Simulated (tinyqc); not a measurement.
Signal and retention of a DRAM cell: effect of the bit-line capacitance.

A stored one starts at Vd and leaks: Cs dV/dt = -I(V), I = a sqrt((V + Vb)/(Vd + Vb)) + b, with a = Ig exp[-(Eg1 q/kB)(1/T - 1/T0)] (generation in a depletion layer) and b = Is exp[-(Es q/kB)(1/T - 1/T0)]. The bit line is precharged to Vd/2, and charge sharing gives the signal (V - Vd/2) Cs/(Cs + Cb).

The cell fails below Vc = Vd/2 + dm (Cs + Cb)/Cs. With s = sqrt((Vc + Vb)/(Vd + Vb)), the time from Vd to Vc is t = [2 Cs (Vd + Vb)/a] [1 - s - (b/a) ln((a + b)/(a s + b))]. This time is the median of a log-normal spread: failing cells = Nc erfc(z/sqrt 2)/2, z = ln(t/tr)/sg.

Inputs (values chosen for the exercise):

| symbol | value | unit | meaning |
|---|---|---|---|
| Vd | 1.2 | V | array voltage |
| Cs | 28 | fF | cell capacitance |
| dm | 62 | mV | smallest signal that the sense amplifier resolves |
| Vb | 1.25 | V | built-in plus back-bias voltage of the storage junction |
| Ig | 2.2 | fA | junction leakage at V = Vd and T0 |
| Is | 0.11 | fA | voltage-independent leakage at T0 |
| Es | 0.43 | eV | activation energy of Is |
| T0 | 358 | K | reference temperature |
| T | 358 | K | temperature |
| sg | 0.72 |  | deviation of ln(retention time) over the cells |
| Nc | 1.72e10 |  | cells |
| tr | 64 | ms | refresh interval |
| Eg1 | 0.6 | eV | activation energy of Ig |

Constants: q = 1.602176634e-19 C, kB = 1.380649e-23 J/K. Results are converted to the units shown.

Effect of the bit-line capacitance:

| Cb (fF) | Vc (V) | retention time (s) | failing cells |
|---|---|---|---|
| 15 | 0.69521 | 6.4531 | 1.2718 |
| 30 | 0.72843 | 6.0057 | 2.4349 |
| 45 | 0.76164 | 5.5618 | 4.8218 |
| 60 | 0.79486 | 5.1214 | 9.9229 |
| 75 | 0.82807 | 4.6844 | 21.344 |
| 90 | 0.86129 | 4.2507 | 48.328 |
| 105 | 0.89450 | 3.8202 | 116.25 |
| 120 | 0.92771 | 3.3928 | 300.59 |

Vc rises by dm/Cs = 2.21 mV for each fF, and the retention time falls from 6.45 to 3.39 s; the margin is gone at Cb = 243 fF.

Range of the model: Real arrays also hold a tail of unusually leaky cells and cells whose retention varies in time, which this model lacks.

tinyqc, about 0.01 s, one thread, Intel Xeon 2.30GHz (shared host): `OMP_NUM_THREADS=1 python tinyqc.py 2130096 2130097 out.jsonl`
